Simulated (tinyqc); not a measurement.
Effective mass of the split-off band from tabulated energies: one step. The non-parabolic form. Four cases, with inputs chosen for the exercise.

Question. E (1 + alpha E) = c k^2/m means that y = c k^2/E is a straight line in E with intercept m and slope m alpha. Fit the line by unweighted least squares over points 1 to 8, E in eV.

c = hbar^2/2m0.
Constants: hbar^2/2m0 = 3.80998211 eV angstrom^2.

Case 1.

Energies along [110], from the band edge downward:
```
k (1/angstrom)    E (meV)
0.0000000        0.000000
0.0029000        0.152100
0.0058000        0.611400
0.0087000        1.386900
0.0116000        2.493500
0.0145000        3.953000
0.0174000        5.793500
0.0203000        8.050400
0.0232000       10.766200
```

reference mass (curvature of the model at k = 0.0001 1/angstrom) = 0.2109733 m0

Case 2.

Energies along [110], from the band edge downward:
```
k (1/angstrom)    E (meV)
0.0000000        0.000000
0.0050000        1.135400
0.0100000        4.589100
0.0150000       10.503500
0.0200000       19.113500
0.0250000       30.736600
0.0300000       45.748600
0.0350000       64.535300
0.0400000       87.423100
```

reference mass (curvature of the model at k = 0.0001 1/angstrom) = 0.0841839 m0

Case 3.

Energies along [110], from the band edge downward:
```
k (1/angstrom)    E (meV)
0.0000000        0.000000
0.0070000        0.892200
0.0140000        3.668100
0.0210000        8.635500
0.0280000       16.325100
0.0350000       27.452000
0.0420000       42.741600
0.0490000       62.636700
0.0560000       87.108400
```

reference mass (curvature of the model at k = 0.0001 1/angstrom) = 0.2111718 m0

Case 4.

Energies along [110], from the band edge downward:
```
k (1/angstrom)    E (meV)
0.0000000        0.000000
0.0046000        0.959300
0.0092000        3.869100
0.0138000        8.825400
0.0184000       15.987000
0.0230000       25.570100
0.0276000       37.836800
0.0322000       53.071600
0.0368000       71.544700
```

reference mass (curvature of the model at k = 0.0001 1/angstrom) = 0.0842784 m0

Give: y; m; alpha.

Answer.

Case 1.

y (m0): 0.21066  0.20963  0.20793  0.20560  0.20264  0.19910  0.19503  0.19047

m = 0.21057 m0
alpha = -9.078 1/eV

The intercept errs by -0.19 %. For this band the scale of alpha is set by Dso = 0.107 eV as well as by the gap.

Case 2.

y (m0): 0.08389  0.08302  0.08162  0.07973  0.07747  0.07495  0.07232  0.06973

m = 0.08331 m0
alpha = -1.992 1/eV

The intercept errs by -1.03 %. For this band the scale of alpha is set by Dso = 0.385 eV as well as by the gap.

Case 3.

y (m0): 0.20925  0.20358  0.19457  0.18297  0.17001  0.15724  0.14604  0.13716

m = 0.20128 m0
alpha = -4.170 1/eV

The intercept errs by -4.69 %. For this band the scale of alpha is set by Dso = 0.108 eV as well as by the gap.

Case 4.

y (m0): 0.08404  0.08335  0.08221  0.08068  0.07882  0.07671  0.07443  0.07212

m = 0.08369 m0
alpha = -2.039 1/eV

The intercept errs by -0.70 %. For this band the scale of alpha is set by Dso = 0.393 eV as well as by the gap.

Computed by tinyqc, one run a case: `OMP_NUM_THREADS=1 python tinyqc.py N N+1 out.jsonl` with N = 1850057, 1850308, 1850485, 1850758; one thread of a shared Intel(R) Xeon(R) Processor @ 2.30GHz, about 0.01 s a run at most.
